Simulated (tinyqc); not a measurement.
Three-band (Emery) model of a CuO2 plane downfolded to one band: sweeps and comparisons. A value that a table varies takes the place of the one given here.

Electron picture, d at 0 and the oxygen p orbitals at -D; sx = sin(kx a/2), sy = sin(ky a/2). H = [[0, 2 tpd sx, -2 tpd sy], [., -D, -4 tpp sx sy], [., ., -D]], real and symmetric. The top (antibonding) band crosses the Fermi level.

One-band form E = e0 - 2t (cos kx + cos ky) - 4t' cos kx cos ky - 2t'' (cos 2kx + cos 2ky) - 4t''' (cos 2kx cos ky + cos kx cos 2ky), k in 1/a. Each hopping is minus the mean of E cos(m kx) cos(n ky) over a 12 x 12 mesh, k = (j + 1/2) 2 pi/12.

Inputs chosen for the exercise (out of a larger set: of the size used for cuprate planes; not measured data):
```
symbol  value  unit  meaning
D       2      eV    ed - ep
tpd     1.23   eV    d-p hopping
tpp     0.22   eV    p-p hopping
```

## Ways to reach one band

e0, t, t', t'', t''' (eV): 1.69629  0.35199  0.01792  0.02847  0.00531

k in pi/a. Second order: 4 tpd^2 (sx^2 + sy^2)/D. Downfolded at a fixed energy: h(E0) = V (E0 - H_pp)^-1 V^T at E0 = the exact level at (1/2,1/2), then linearised, E = E0 + Z (h(E0) - E0), Z = 1/(1 + |(E0 - H_pp)^-1 V^T|^2). Fourier: all four hoppings.

Top band (eV):
```
k           exact  second order  linearised  Fourier
(0,0)      0.0000        0.0000      0.0000   0.0603
(1/2,0)    1.0064        1.5129      0.9701   1.0135
(1,0)      1.6555        3.0258      1.6538   1.6541
(1,1/2)    2.3913        4.5387      2.3480   2.3790
(1,1)      2.9637        6.0516      2.7695   2.9612
(3/4,3/4)  2.6498        5.1654      2.5525   2.6560
(1/2,1/2)  1.8007        3.0258      1.8007   1.8102
(1/4,1/4)  0.6916        0.8862      0.6359   0.6649
```

The band is 2.964 eV wide; second order gives 6.052, a factor 2.04, since 2 tpd/D = 1.23 is not small. It also leaves out tpp, which widens the exact band and so lowers this factor. Linearising about the Fermi region is exact at (1/2,1/2), off by 1.7 meV at (1,0) and 194 meV at worst, far from E0. The four Fourier hoppings err by at most 60 meV, at (0,0).

## What sets t'/t

tpp is varied; points are in units of pi/a. E(1,0) is the saddle point; the filling is the share of a 40 x 40 mesh, k = (j + 1/2) 2 pi/40, below the saddle energy, times two.

One-band values:
```
tpp (eV)  t (eV)  t' (eV)  t'' (eV)    t'/t  E(1,0) - E(1/2,1/2) (eV)  electrons at the saddle
0.05      0.3150   0.0341    0.0226   0.108                   -0.0316                    0.950
0.20      0.3474   0.0199    0.0278   0.057                   -0.1313                    0.905
0.35      0.3832   0.0044    0.0331   0.011                   -0.2389                    0.875
0.50      0.4224  -0.0126    0.0387  -0.030                   -0.3548                    0.825
0.65      0.4651  -0.0310    0.0445  -0.067                   -0.4793                    0.770
0.80      0.5113  -0.0508    0.0507  -0.099                   -0.6126                    0.750
```

t'/t goes from 0.108 to -0.099. With tpp = 0 the band depends on sx^2 + sy^2 alone and the line through the saddle is a nested square, whatever t' says: terms in (cos kx + cos ky)^2 bring t' and t'' in the ratio two to one, higher powers alter it (first row: 0.0341 and 0.0226 eV), so t' - 2t'', which goes from -0.0111 to -0.1522 eV, measures the rounding. Oxygen hopping lowers the saddle against (1/2,1/2), by 0.613 eV in the last row, so the van Hove filling moves from 0.95 to 0.75 electrons (mesh values, coarse by a few hundredths; the nested square holds exactly 1) and the half-filled Fermi line closes around (1,1).

## What each parameter does

Top band at (1,1), (1,0) and (1/2,1/2) in pi/a, and its d weight at (1/2,1/2). Each row changes one parameter from the base and keeps the others.

Results:
```
case            E(1,1) (eV)  E(1,0) (eV)  E(1/2,1/2) (eV)  d weight
base                 2.9637       1.6555           1.8007    0.6511
D = 2.2 eV           2.8810       1.5947           1.7327    0.6684
tpd = 1.353 eV       3.3076       1.8849           2.0362    0.6385
tpp = 0.198 eV       2.9270       1.6555           1.7854    0.6550
```

The largest shifts from the base row, up to three for each result and ties (the steps differ in size, so this ranks the rows, not the parameters). E(1,1) (eV): tpd +0.3439, D -0.0827, tpp -0.0367. E(1,0) (eV): tpd +0.2294, D -0.0607; unchanged at the printed digits by tpp. E(1/2,1/2) (eV): tpd +0.2355, D -0.0680, tpp -0.0153. d weight: D +0.0173, tpd -0.0126, tpp +0.0039. At (1,0) sy = 0, so tpp does not enter.

Program tinyqc; command `OMP_NUM_THREADS=1 python tinyqc.py 1482698 1482699 out.jsonl`; about 0.06 s on one thread of a shared Intel(R) Xeon(R) Processor @ 2.30GHz.
